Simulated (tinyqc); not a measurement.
# Stacked nanosheet transistor, parasitic resistance, capacitance and delay: effects of single changes

Ns sheets share one contact on top; each has perimeter p = 2 (Ws + ts) and cross-section A = Ws ts; contact width Wc = Ws + 10 nm, stack height Hs = Ns pv. Sheet 1 is the top one. Contact length Lc = CPP - Lg - 2 Lsp, shared by two neighbouring gates. Source and drain sides are equal. The formulas are first-order estimates, not field solutions.

Values chosen for this exercise; values close to those of silicon logic devices: temperature T = 300 K; number of sheets Ns = 2; sheet width Ws = 12 nm; sheet thickness ts = 7 nm; vertical pitch of the sheets pv = 18 nm; vertical resistance between sheet levels rv = 239 ohm; contacted gate pitch CPP = 45 nm; gate length Lg = 12 nm; spacer length Lsp = 7 nm; relative permittivity of the spacer ks = 7; gate height above the channel stack Hc = 20 nm; contact resistivity rc = 1.1e-9 ohm cm^2; resistivity of the source-drain epitaxy re = 0.00053 ohm cm; current-carrying depth of the epitaxy te = 15 nm; resistivity of the extension rx = 0.0014 ohm cm; gate overlap Lov = 1.5 nm; inversion capacitance Cinv = 2.4 uF/cm^2; injection velocity vx = 1.4e7 cm/s; apparent mobility mu = 310 cm^2/(V s); threshold at zero drain voltage VT = 0.2 V; barrier lowering dl = 0.075 V/V; subthreshold factor n = 1.23; wire load Cw = 0.19 fF; supply voltage Vdd = 0.8 V.

Constants: q = 1.602176634e-19 C, kB = 1.380649e-23 J/K, eps0 = 8.8541878128e-12 F/m, Vt = kB T/q. Results are converted to the units shown.

Each table varies one quantity; the others keep the values above.

## Effect of the vertical resistance between sheet levels

Epitaxy sheet resistance Rsh = re/te, transfer length LT = sqrt(rc/Rsh), contact Rc = [sqrt(rc Rsh)/Wc] coth(Lc/(2 LT)); extension of one sheet Rx = rx Lsp/A. With N sheets: gate Cg = Cinv p N Lg; per side, plate Cp = ks eps0 [Wc (Hs + Hc) - N A]/Lsp, top fringe Cf = (2/pi) ks eps0 Wc ln(1 + Lg/(2 Lsp)), overlap Co = Cinv p N Lov. One sheet: I = p Q vx u/(1 + |u|^1.8)^(1/1.8), Q = Cinv n Vt ln(1 + exp((Vg' - VT + dl Vd')/(n Vt))), u = Vd' mu/(vx Lg), Vg' = Vgs - v, Vd' = Vds - 2 v, with the drop on each side v_j = Rc sum I + rv (sum over levels k = 2..j of the current of sheets k..Ns) + Rx I_j. Ieff = [I(Vgs = Vdd, Vds = Vdd/2) + I(Vdd/2, Vdd)]/2, total currents. With Cs = Cp + Cf + Co, the load of an inverter of two such devices driving an equal one is CL = 2 (Cg + 2 Cs) + 4 Cs + Cw (own drains counted twice for the Miller effect); delay CL Vdd/(2 Ieff).

The same in every row: Rc (ohm) = 576.2; Rx/N (ohm) = 583.3; CL (aF) = 335.3.

Results:

| rv (ohm) | Ieff (uA) | delay (ps) |
|---|---|---|
| 0 | 80.64 | 1.663 |
| 50 | 80.35 | 1.669 |
| 100 | 80.06 | 1.675 |
| 400 | 78.32 | 1.713 |
| 800 | 76.05 | 1.764 |

Estimate the missing row, rv = 200 ohm.

Computed row:

| rv (ohm) | Ieff (uA) | delay (ps) |
|---|---|---|
| 200 | 79.48 | 1.688 |

With this row back in the table: As rv goes from 0 to 800 ohm, Ieff falls from 80.6 to 76.1 uA, CL stays at 335 aF and the delay rises from 1.66 to 1.76 ps.

## Effect of the wire load

Same model as above.

The same in every row: Rc (ohm) = 576.2; Rx/N (ohm) = 583.3; Ieff (uA) = 79.25.

Effect of the wire load:

| Cw (fF) | CL (aF) | delay (ps) |
|---|---|---|
| 0.02 | 165.3 | 0.8345 |
| 0.043 | 188.3 | 0.9505 |
| 0.093 | 238.3 | 1.203 |
| 0.2 | 345.3 | 1.743 |
| 0.43 | 575.3 | 2.904 |
| 0.93 | 1075 | 5.427 |
| 2 | 2145 | 10.83 |

What does the table show?

As Cw goes from 0.02 to 2 fF, Ieff stays at 79.3 uA, CL rises from 165 to 2150 aF and the delay rises from 0.834 to 10.8 ps.

tinyqc, about 0.07 s, one thread, Intel Xeon 2.30GHz (shared host): `OMP_NUM_THREADS=1 python tinyqc.py 2170101 2170102 out.jsonl`
